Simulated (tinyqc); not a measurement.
One-electron ion in a basis of Gaussians, step by step. Computed by tinyqc, a small Python program that keeps every step. Settings: Z = 5, l = 1. Command: `OMP_NUM_THREADS=1 python tinyqc.py 30383 30384 out.jsonl` (the two numbers bound the seeds that draw the settings). One thread of a shared host (Intel(R) Xeon(R) Processor @ 2.60GHz), about 0.01 s of CPU time with the checks.

## Matrices over normalised Gaussians

exponents of r^l exp(-a r^2) (1/bohr^2): 0.306100  0.398800  0.519500  0.676700  0.881500

Z = 5

l = 1

With p = a_i + a_j and I(k) = Gamma((k+1)/2) / (2 p^((k+1)/2)): S = I(2l+2), T = (2l+3) a_i a_j S / p, V = -Z I(2l+1), each divided by sqrt(S_ii S_jj).

S:
```
,1,2,3,4,5
1,1.000000,0.978429,0.917195,0.825537,0.715742
2,0.978429,1.000000,0.978452,0.917251,0.825596
3,0.917195,0.978452,1.000000,0.978459,0.917254
4,0.825537,0.917251,0.978459,1.000000,0.978453
5,0.715742,0.825596,0.917254,0.978453,1.000000
```

T (hartree):
```
,1,2,3,4,5
1,0.765250,0.847208,0.883306,0.869963,0.813096
2,0.847208,0.997000,1.103737,1.150798,1.133452
3,0.883306,1.103737,1.298750,1.437774,1.499095
4,0.869963,1.150798,1.437774,1.691750,1.872860
5,0.813096,1.133452,1.499095,1.872860,2.203750
```

V (hartree):
```
,1,2,3,4,5
1,-2.942934,-3.089775,-3.134588,-3.078243,-2.933766
2,-3.089775,-3.359127,-3.526676,-3.577891,-3.513639
3,-3.134588,-3.526676,-3.833907,-4.025116,-4.083592
4,-3.078243,-3.577891,-4.025116,-4.375693,-4.593942
5,-2.933766,-3.513639,-4.083592,-4.593942,-4.994131
```

## Generalised eigenproblem

H = T + V (hartree):
```
,1,2,3,4,5
1,-2.177684,-2.242567,-2.251283,-2.208280,-2.120670
2,-2.242567,-2.362127,-2.422939,-2.427093,-2.380187
3,-2.251283,-2.422939,-2.535157,-2.587342,-2.584497
4,-2.208280,-2.427093,-2.587342,-2.683943,-2.721082
5,-2.120670,-2.380187,-2.584497,-2.721082,-2.790381
```

Solve H C = S C e through S^(-1/2); each column has its largest component positive (the first on a tie).

eigenvalues of S: 0.000006  0.000413  0.015306  0.366594  4.617681

eigenvalues (hartree): -2.942745  -1.293410  -0.400113  1.361411  3.443729

coefficients:
```
,1,2,3,4,5
1,4.168012,-5.638093,29.735425,29.826572,37.756918
2,-16.055001,6.674818,-86.131600,-96.052569,-153.104239
3,26.596534,1.140101,100.383156,111.901723,245.401272
4,-21.540069,-6.406955,-59.650352,-52.104827,-183.455313
5,7.935746,3.813671,16.055055,6.384962,53.660669
```

For Z = 5 and l = 1 the exact lowest level is -Z^2/(2 n^2) with n = l + 1: -3.125000 hartree. The basis is nearly linearly dependent, so rounded matrices do not reproduce these digits.
